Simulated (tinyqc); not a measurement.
# Surface potential of a MOS transistor: implicit equation and explicit approximations: two studies

p-type body, charge-sheet picture, depletion and inversion only, full ionisation (an idealisation for deep acceptors), Boltzmann statistics (rough once Na exp(x - xn) passes about Nc/7). In units of Vt: xg = (Vg - Vfb)/Vt, x = psi/Vt, G = gamma/sqrt(Vt), xn = (2 phiF + Vc)/Vt. The implicit equation is (xg - x)^2 = G^2 [x - 1 + exp(x - xn)] for x above about 3. Cox = eps0 eox/tox.

Inputs (values chosen for the exercise); band and dielectric values close to those of germanium: temperature T = 300 K; band gap Eg = 0.668 eV; relative permittivity eps_r = 15.9; conduction-band density of states at T Nc = 1.03e19 cm^-3; valence-band density of states at T Nv = 5.91e18 cm^-3; relative permittivity of the gate insulator (close to zirconium oxide) eox = 24.8; insulator thickness tox = 20 nm; acceptor density Na = 2.6e17 cm^-3; flat-band voltage Vfb = -0.66 V; channel-body voltage Vc = 0 V; gate-body voltage Vg = 0.26 V.

Constants: q = 1.602176634e-19 C, kB = 1.380649e-23 J/K, Vt = kB T/q, eps0 = 8.8541878128e-14 F/cm where lengths are in cm. Results are converted to the units shown.

Each table varies one quantity; the others keep the values above.

## Accuracy of the approximations against gate voltage

ni = sqrt(Nc Nv) exp(-Eg/(2 Vt)), Eg in volts; phiF = Vt ln(Na/ni); gamma = sqrt(2 q eps0 eps_r Na)/Cox; VT = Vfb + Vt (xn + G sqrt(xn - 1)). Depletion value a = 1 + [sqrt(G^2/4 + xg - 1) - G/2]^2; inversion value b = xn + ln[(xg - xn)^2/G^2 - xn + 1] and first guess y = min(a, b) - ln(1 + exp(-|a - b|)) if a > xn + 1, else b = y = a; one second-order correction with D = exp(y - xn), p = 2 (xg - y) + G^2 (1 + D), w = (xg - y)^2 - G^2 (y - 1 + D): z = y + 2 w/(p + sqrt(p^2 - 2 (2 - G^2 D) w)), or the Newton step z = y + w/p where the root is not real. N_inv = (Cox Vt G/q) [sqrt(x - 1 + exp(x - xn)) - sqrt(x - 1)] at the root. Lambert form (Cox m Vt/q) W0[(G/(2 m sqrt(xn - 1))) exp((Vg - VT)/(m Vt))], m = 1 + G/(2 sqrt(xn - 1)). Errors under 1e-4 mV, and the linear form below VT, are printed as 0.

Accuracy of the approximations against gate voltage:
```
Vg (V)  psi (V)    x - xn  error of y (mV)  error of z (mV)  N_inv (cm^-2)  Cox (Vg - VT)/q (cm^-2)  Lambert form (cm^-2)
-0.35    0.1854    -11.86                0                0        4.866e5                        0               1.597e5
-0.15    0.3362    -6.031           0.0136                0        1.191e8                        0               8.676e7
0.05     0.4915  -0.02566             4.63         -4.28e-3       3.895e10                 3.336e10              3.936e10
0.25     0.5740     3.165             18.2            -3.15       7.203e11                 1.404e12              7.644e11
0.45     0.6051     4.369             13.6            -1.03       1.833e12                 2.774e12              1.933e12
0.65     0.6240     5.100             10.7           -0.430       3.048e12                 4.145e12              3.194e12
0.85     0.6377     5.631             8.93           -0.234       4.306e12                 5.515e12              4.491e12
1.05     0.6485     6.049             7.73           -0.145       5.587e12                 6.886e12              5.805e12
1.25     0.6575     6.396             6.85          -0.0981       6.884e12                 8.257e12              7.131e12
```

What does the comparison show?

psi rises from 0.185 to 0.657 V and ends 6.4 Vt above 2 phiF + Vc. Among the rows the first guess is off by at most 18 mV (at Vg = 0.25 V) and the corrected value by at most 3.1 mV. In the last row the linear form is 20 % above N_inv and the Lambert form 3.6 % above it; in the first row the Lambert form is 67 % below it. For Vg = 0.25, 0.45, 0.65, 0.85, 1.05, 1.25 the electron quasi-Fermi level lies less than 2 Vt below the band edge at the surface, or above it, where degeneracy and confinement, left out, matter.

## Effect of the acceptor density at fixed gate voltage

Same model as above.

Vfb is held fixed.

Effect of the acceptor density at fixed gate voltage:
```
Na (cm^-3)  psi (V)  x - xn  error of y (mV)  error of z (mV)  N_inv (cm^-2)  Cox (Vg - VT)/q (cm^-2)  Lambert form (cm^-2)
8.7e15       0.5124   7.578             20.5             5.97       2.521e12                 3.925e12              2.858e12
1.9e16       0.5299   6.695             19.4             5.40       2.263e12                 3.527e12              2.524e12
4.1e16       0.5466   5.803             18.4            -5.02       1.946e12                 3.070e12              2.137e12
9.1e16       0.5625   4.823             17.8            -3.65       1.523e12                 2.492e12              1.647e12
2e17         0.5743   3.703             18.1            -3.50       9.807e11                 1.764e12              1.046e12
4.3e17       0.5719   2.080             12.7           -0.505       3.540e11                 8.250e11              3.712e11
9.5e17       0.5056  -2.070            0.980                0        9.602e9                        0               9.001e9
2.1e18       0.3871  -8.239          2.90e-3                0        3.450e7                        0               1.927e7
```

What does the comparison show?

As Na goes from 8.7e15 to 2.1e18, psi goes from 0.512 through a maximum of 0.574 (at Na = 2e17 among the rows listed) to 0.387 V, x - xn falls from 7.58 to -8.24 and N_inv falls from 2.52e12 to 3.45e7 cm^-2. The Lambert form lies between 0.559 and 1.13 times N_inv. For Na = 8.7e15, 1.9e16, 4.1e16, 9.1e16, 2e17, 4.3e17 the electron quasi-Fermi level lies less than 2 Vt below the band edge at the surface, or above it, where degeneracy and confinement, left out, matter.

Computed by the program tinyqc: `OMP_NUM_THREADS=1 python tinyqc.py 2122085 2122086 out.jsonl`, one thread of a shared Intel Xeon 2.30GHz, about 0.01 s for the whole run.
